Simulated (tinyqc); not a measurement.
# Inputs raised by 5 %, one at a time

Model: Hall factor, magnetoresistance and optical conductivity for a power-law relaxation time. Computed by tinyqc, a small Python program. Command: `OMP_NUM_THREADS=1 python tinyqc.py 3005358 3005359 out.jsonl magneto sens`. One thread of a shared host (Intel(R) Xeon(R) Processor @ 2.30GHz), about 0.01 s of CPU time with the checks.

One spherical parabolic band, tau(E) = tau_0 x^s with x = E/(k_B T). Landau quantisation is left out.

Inputs (values chosen for the exercise, with a mass close to that of electrons in InSb):
```
quantity                         value  unit
effective mass m                 0.015   m_0
exponent s                         0.5     -
tau_0                              300    fs
reduced Fermi level eta             -8     -
temperature T                       77     K
magnetic field B                  0.72     T
frequency f                        2.4   THz
background permittivity eps_inf   7.74     -
```

Constants: m_0 = 9.1093837015e-31 kg; k_B = 1.380649e-23 J/K; hbar = 1.054571817e-34 J s; e = 1.602176634e-19 C; eps_0 = 8.8541878128e-12 F/m; c = 299792458 m/s.

Method:
- <y> = int y x^(3/2) f (1 - f) dx / int x^(3/2) f (1 - f) dx, f = 1/(1 + exp(x - eta)).
- Integrals over x = E/(k_B T) use 160 Gauss-Legendre points in u = sqrt(x) from 0 to sqrt(max(eta, 0) + 45).
- n = (2 m k_B T)^(3/2)/(3 pi^2 hbar^3) int x^(3/2) f (1 - f) dx; moments in units of tau_0.
- mu = e <tau>/m; weak field r_H = <tau^2>/<tau>^2 and MR = c (mu B)^2, c = <tau^3>/<tau>^3 - r_H^2; strong field r_H = 1 and MR = <tau> <1/tau> - 1.
- With w_c = e B/m: sigma_xx = (n e^2/m) <tau/(1 + w_c^2 tau^2)>, sigma_xy = (n e^2/m) <w_c tau^2/(1 + w_c^2 tau^2)>; r_H = (n e/B) sigma_xy/(sigma_xx^2 + sigma_xy^2); MR = sigma_0 sigma_xx/(sigma_xx^2 + sigma_xy^2) - 1, sigma_0 = n e^2 <tau>/m.
- sigma(w) = (n e^2/m) <tau/(1 - i w tau)>, w = 2 pi f; eps = eps_inf + i sigma/(eps_0 w); N = sqrt(eps); absorption coefficient 2 w Im N/c; reflectivity |(N - 1)/(N + 1)|^2; plasma frequency sqrt(n e^2/(eps_inf eps_0 m))/(2 pi).

Runs:
```
input moved                       from       to  magnetoresistance MR (%)  Hall factor r_H  sigma_xx (S/cm)  reflectivity
base run                             -        -                    10.892           1.0113        0.0011758       0.22198
effective mass m (m_0)           0.015  0.01575                    10.736           1.0122        0.0013143       0.22198
tau_0 (fs)                         300      315                    11.041           1.0105        0.0011308       0.22198
temperature T (K)                   77    80.85                    10.892           1.0113        0.0012651       0.22197
magnetic field B (T)              0.72    0.756                    11.041           1.0105        0.0010770       0.22198
frequency f (THz)                  2.4     2.52                    10.892           1.0113        0.0011758       0.22198
background permittivity eps_inf   7.74    8.127                    10.892           1.0113        0.0011758       0.23096
```

Exponents ln(y'/y) / ln(x'/x):
```
input                            magnetoresistance MR  Hall factor r_H  sigma_xx  reflectivity
effective mass m                               -0.296            0.018     2.283         0.000
tau_0                                           0.278           -0.017    -0.799         0.000
temperature T                                   0.000            0.000     1.500         0.000
magnetic field B                                0.278           -0.017    -1.799         0.000
frequency f                                     0.000            0.000     0.000         0.000
background permittivity eps_inf                 0.000            0.000     0.000         0.813
```

Among the inputs moved here: magnetoresistance MR answers most in size to effective mass m (exponent -0.296), next to tau_0 (+0.278); its exponent is below 0.0005 for temperature T, frequency f, background permittivity eps_inf. Hall factor r_H answers most in size to effective mass m (exponent +0.018), next to tau_0 (-0.017); its exponent is below 0.0005 for temperature T, frequency f, background permittivity eps_inf. sigma_xx answers most in size to effective mass m (exponent +2.283), next to magnetic field B (-1.799); its exponent is below 0.0005 for frequency f, background permittivity eps_inf. Reflectivity answers most in size to background permittivity eps_inf (exponent +0.813); its exponent is below 0.0005 for effective mass m, tau_0, temperature T, magnetic field B, frequency f.

Caution (all rows): the photon energy exceeds the typical carrier energy, so the classical sigma(w) is only a rough guide to the absorption.
